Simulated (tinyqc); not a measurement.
Worked calculation: one-electron ion in a basis of Gaussians. One step of it, computed by the program tinyqc.

Question. Matrices over normalised Gaussians. With p = a_i + a_j and I(k) = Gamma((k+1)/2) / (2 p^((k+1)/2)): S = I(2l+2), T = (2l+3) a_i a_j S / p, V = -Z I(2l+1), each divided by sqrt(S_ii S_jj).

exponents of r^l exp(-a r^2) (1/bohr^2): 1.158000  1.696000  2.484000  3.638000

Z = 6

l = 0

Give: S; T; V.

Answer.

S, lower triangle:
```
        1       2       3       4
1  1.0000
2  0.9732  1.0000
3  0.8988  0.9732  1.0000
4  0.7919  0.8988  0.9732  1.0000
```

T (hartree), lower triangle:
```
        1       2       3       4
1  1.7370
2  2.0092  2.5440
3  2.1297  2.9426  3.7260
4  2.0867  3.1192  4.3098  5.4570
```

V (hartree), lower triangle:
```
          1         2         3         4
1  -10.3033
2  -11.1314  -12.4691
3  -11.6133  -13.4713  -15.0903
4  -11.7409  -14.0545  -16.3030  -18.2622
```
